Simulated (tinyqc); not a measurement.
A short-path metal as competitor: size effects in the resistivity of thin metal films and interconnect lines. Computed by tinyqc, a small Python program. Command: `OMP_NUM_THREADS=1 python tinyqc.py 3011344 3011345 out.jsonl size walk`. One thread of a shared host (Intel(R) Xeon(R) Processor @ 2.30GHz), about 0.01 s of CPU time with the checks.

Electrons lose their drift at surfaces (a share 1 - p of the hits) and at grain boundaries (reflection R), besides bulk scattering. The line sits in a trench with a non-conducting liner on both walls and the bottom; the spacing equals the drawn width.

Inputs (values chosen for the exercise, modelled on platinum):
```
quantity                                   value         unit
bulk resistivity rho_b                      10.8  microohm cm
bulk mean free path lambda                  7.37           nm
specularity p                                  0            -
grain-boundary reflection R                 0.51            -
grain size over metal width                  1.1            -
aspect ratio (height over width)             1.2            -
liner thickness t                            0.9           nm
competitor: rho_b relative to this metal     3.2            -
competitor: lambda relative to this metal    0.2            -
competitor: liner relative to t                0            -
```

Geometry: line.

Method:
- Fuchs-Sondheimer film: rho_b/rho = 1 - (3/(2 kappa))(1 - p) int_0^1 (s - s^3)(1 - exp(-kappa/s))/(1 - p exp(-kappa/s)) ds, f = rho/rho_b, kappa = thickness/lambda, 80 Gauss-Legendre points.
- Line: the excess of a film of thickness w_m and of a film of thickness h_m are added, rho/rho_b = 1 + (f(w_m) - 1) + (f(h_m) - 1), an estimate that holds best when both sides exceed lambda.
- Mayadas-Shatzkes: alpha = (lambda/D) R/(1 - R); rho_b/rho = 1 - 3 alpha/2 + 3 alpha^2 - 3 alpha^3 ln(1 + 1/alpha).
- w_m = w - 2t, h_m = (aspect ratio) w - t, D = (ratio) w_m; rho = rho_b [1 + surface excess + grain excess].
- Effective resistivity rho (aspect ratio) w^2/(w_m h_m) for the metal with its liner, for the same metal without liner, and for a competitor with its own rho_b, lambda and liner, and for that competitor with the liner t; p, R, aspect and grain ratios are the same.

Effective resistivity (microohm cm):
```
w (nm)  this metal  without liner  competitor  competitor, liner t
200          11.79         11.635      35.096                35.55
100          12.82         12.466      35.631                36.58
50           15.00         14.133      36.698                38.72
30           18.23         16.380      38.118                41.82
20           22.82         19.228      39.892                46.09
14           29.76         22.928      42.174                52.36
10           41.15         27.875      45.226                62.41
7            64.28         35.248      49.836                82.32
5           112.67         44.940      56.046               122.97
```

What follows from these numbers?

The competitor wins below a width between 10.0 and 7.00 nm. In narrow lines rho scales as rho_b lambda/w, and the product rho_b lambda of the competitor is 0.64 times this metal's. At the narrowest width the liner costs this metal a factor 2.51. With the same liner the competitor wins nowhere in the table; at the narrowest width the thinner liner lowers it from 123 to 56.0. Rows with w - 2t below lambda stretch the additive estimate. Metal widths below about 5 nm are outside this semiclassical model.

Extremes, crossings and ranges named in words are read from the listed rows.
